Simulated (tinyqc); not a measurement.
Cabrera-Mott growth of a thin oxide under its own electric field: one step, computed by the program tinyqc. Command: `OMP_NUM_THREADS=1 python tinyqc.py 3019242 3019243 out.jsonl cabrera walk`. One thread of a shared host (Intel(R) Xeon(R) Processor @ 2.30GHz), about 0.02 s of CPU time with the checks.

Electrons cross the film freely and set a fixed potential V across it; the field V/x lowers the barrier for ions entering the oxide.

Problem. Scales. u = u0 exp(-W/(k_B T)), X1 = z b V/(k_B T) with V in volts and k_B T in eV; dx/dt = u exp(X1/x).

Inputs (values chosen for the exercise, for a model metal):
```
quantity,value,unit
barrier W,1.53,eV
Mott potential V,1.5,V
ion charge number z,2,-
half jump distance b,2.1,angstrom
prefactor u0 = N Omega nu,1.9e+13,angstrom/s
temperature T,250,K
```

Backward hops: ignored.

Constants: k_B = 8.617333262e-05 eV/K.

Give: u; X1.

Solution.

u = 2.725e-18 angstrom/s

X1 = 292.4 angstrom
